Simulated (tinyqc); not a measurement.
## Polarisation charge from two barrier thicknesses

Inverse problem. Voff = phiB - dEc - q sigma d/(eps0 eb). Find sigma, phiB - dEc and the thickness at which Voff = 0.

Constants: q = 1.602176634e-19 C, eps0 = 8.8541878128e-14 F/cm where lengths are in cm. Results are converted to the units shown.

Voff at d = 17 and 28 nm (V): -4.7703312  -8.3146161
eb = 9.26

Solution. Voff is a straight line in d: its slope is -q sigma/(eps0 eb) and its intercept phiB - dEc.

sigma = 1.65e13 cm^-2
phiB - dEc = 0.707 V
thickness for Voff = 0 = 2.19 nm

tinyqc, about 0.01 s, one thread, Intel Xeon 2.30GHz (shared host): `OMP_NUM_THREADS=1 python tinyqc.py 2180039 2180040 out.jsonl`
